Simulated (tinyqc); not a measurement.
Single-photon avalanche diode, trigger probability and counting: course of the iteration: trigger probability by substitution.

A multiplication layer of width W with the uniform field V/W; alpha = an exp(-bn/E) for electrons, beta = ap exp(-bp/E) for holes (local model, no dead space). a = alpha W, b = beta W. Electrons enter at x = 0, holes at x = W. P0 is the probability that an electron entering at 0 starts a lasting avalanche, PW the same for a hole entering at W.

PW = P0 exp(b - a)/(1 - P0 + P0 exp(b - a)); P0(new) = 1 - (1 - PW)^(a/b).

Stop when P0 changes by less than 1e-9, or after 400 iterations. The rule counts as met only at a root strictly between 0 and 1.

P0 at the start = 0.9
a = 1.19397
b = 1.57024

Course of the iteration:
```
iteration        P0  |change|
1          0.866373    0.0336
2          0.832029    0.0343
3          0.798394    0.0336
4          0.766398    0.0320
5          0.736565    0.0298
6          0.709120    0.0274
7          0.684097    0.0250
8          0.661415    0.0227
9          0.640926    0.0205
...             ...       ...
202        0.442382   1.89e-9
203        0.442382   1.74e-9
204        0.442382   1.61e-9
205        0.442382   1.48e-9
206        0.442382   1.36e-9
207        0.442382   1.26e-9
208        0.442382   1.16e-9
209        0.442382   1.07e-9
210        0.442382  9.84e-10
```

Did this iteration meet its convergence test, and what does its course show?

Yes. Converged in 210 iterations. At the end each change is about 0.92 times the one before: linear convergence.

Numbers from tinyqc (`OMP_NUM_THREADS=1 python tinyqc.py 2630114 2630115 out.jsonl`; about 0.01 s on one thread of a shared Intel Xeon 2.30GHz).
